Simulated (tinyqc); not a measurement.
What a measurement delay does to the time exponent: bias-temperature instability from a Gaussian distribution of capture and emission barriers. Computed by tinyqc, a small Python program. Command: `OMP_NUM_THREADS=1 python tinyqc.py 3019517 3019518 out.jsonl bti walk`. One thread of a shared host (Intel(R) Xeon(R) Processor @ 2.30GHz), about 0.01 s of CPU time with the checks.

Each trap has a capture time tau_0 exp(E_c/(k_B T)) under stress and an emission time tau_0 exp(E_e/(k_B T)) after it. E_c is Gaussian, and E_e = E_c + d with d Gaussian and independent. A trap counts as filled once t_s exceeds its capture time and as emptied once t_r exceeds its emission time.

Inputs (values chosen for the exercise, for a model p-channel transistor):
```
quantity                                      value        unit
shift with all traps filled V_max               260          mV
mean capture barrier at zero field mu_c         1.6          eV
spread of capture barriers sigma_c             0.39          eV
lowering of mu_c per field k_F                0.033  eV/(MV/cm)
oxide field F                                   7.3       MV/cm
mean of E_e - E_c at the stress field, delta  -0.25          eV
spread of E_e - E_c, sigma_d                   0.33          eV
time constant tau_0                           3e-09           s
temperature T                                   105           C
stress time t_s                                   2           s
```

Constants: k_B = 8.617333262e-05 eV/K.

Method:
- Demarcation energies E_s = k_B T ln(t_s/tau_0), E_r = k_B T ln(t_r/tau_0); mean barrier mu = mu_c - k_F F; z = (E_s - mu)/sigma_c; Phi is the standard normal distribution.
- Temperatures in kelvin are T(C) + 273.15.
- Shift without recovery dV0 = V_max Phi(z); local time exponent n = d ln dV0/d ln t_s = (k_B T/sigma_c) exp(-z^2/2)/(sqrt(2 pi) Phi(z)); apparent activation energy n E_s.
- Remaining shift dV = V_max int_(-infinity)^(E_s) g(E_c) [1 - Phi((E_r - E_c - delta)/sigma_d)] dE_c, g the Gaussian density of E_c (Gauss-Legendre, 120 points over 7 sigma_c below E_s).
- Columns: no delay, and delays of 1 us, 1 ms and 1 s.

mean barrier mu = 1.3591 eV

Shift (mV):
```
t_s (s)   no delay    1 us    1 ms     1 s
1.00e+00     8.452   4.719   2.639   1.084
1.00e+01    12.790   8.041   4.885   2.222
1.00e+02    18.745  12.980   8.498   4.253
1.00e+03    26.626  19.919  13.938   7.618
1.00e+04    36.676  29.163  21.628  12.813
1.00e+05    49.029  40.879  31.865  20.298
1.00e+06    63.662  55.047  44.744  30.389
1.00e+07    80.367  71.442  60.105  43.161
```

What does the comparison show, and why?

Between 10 and 1000 s the apparent exponent is 0.159 without delay, 0.197 at 1 us, 0.228 at 1 ms and 0.268 at 1 s: a slow measurement loses more of a short stress than of a long one, which steepens the curve. Without delay the exponent falls from 0.180 to 0.101 over the table, so the growth is not a true power law. Caution: step-function filling and one Gaussian population are simplifications; real devices show several populations.
